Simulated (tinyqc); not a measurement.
Stretching all distances: RHF, UHF, MP2, CISD and CCSD against full CI in the 3-21g basis, for H2, spin multiplicity 1. Computed by the program tinyqc with PySCF. Command: `OMP_NUM_THREADS=1 python tinyqc.py 115661 115662 out.jsonl`; one thread of a shared host (Intel(R) Xeon(R) Processor @ 2.60GHz), about 3 s.

Geometry (angstrom):
```
atom,x,y,z
H,0.0000,0.0000,0.0000
H,0.0000,0.0000,0.6440
```

All coordinates are multiplied by the scale. c0^2 is the weight of the RHF determinant in the lowest singlet FCI state (UHF is spin-contaminated and may lie near states of higher spin) and n(LUMO) the first natural occupation beyond the occupied space.

Full CI energy (hartree) and errors against it (kcal/mol):
```
scale,distance 1-2 (angstrom),E(FCI),RHF,UHF,MP2,CISD,CCSD,<S^2> UHF,c0^2,n(LUMO)
0.9200,0.5925,-1.124321,13.8519,13.8519,3.8460,0.0000,0.0000,0.0000,0.9897,0.0145
1.1200,0.7213,-1.147310,15.3676,15.3676,4.6131,0.0000,0.0000,0.0000,0.9862,0.0225
1.3100,0.8436,-1.143165,17.0937,17.0937,5.5887,0.0000,0.0000,0.0000,0.9812,0.0335
1.5000,0.9660,-1.128265,19.2870,19.2870,6.9022,0.0000,0.0000,0.0000,0.9740,0.0489
1.7000,1.0948,-1.108513,22.2336,22.2336,8.7155,0.0000,0.0000,0.0000,0.9632,0.0710
1.9000,1.2236,-1.088346,25.9211,25.6118,11.0099,0.0000,0.0000,0.1095,0.9483,0.1007
2.0900,1.3460,-1.070384,30.1623,25.6614,13.6567,0.0000,0.0000,0.3796,0.9299,0.1373
```

UHF parts from RHF first at scale 1.9 of those listed, where <S^2> leaves zero. The weight c0^2 goes from 0.99 to 0.93 and n(LUMO) from 0.01 to 0.14: static correlation grows as the bonds break into open-shell fragments. The spread of the error along the curve, which distorts its shape, is CISD 0.0, CCSD 0.0, MP2 9.8, UHF 11.8, RHF 16.3 kcal/mol. With two electrons CISD and CCSD are exact.
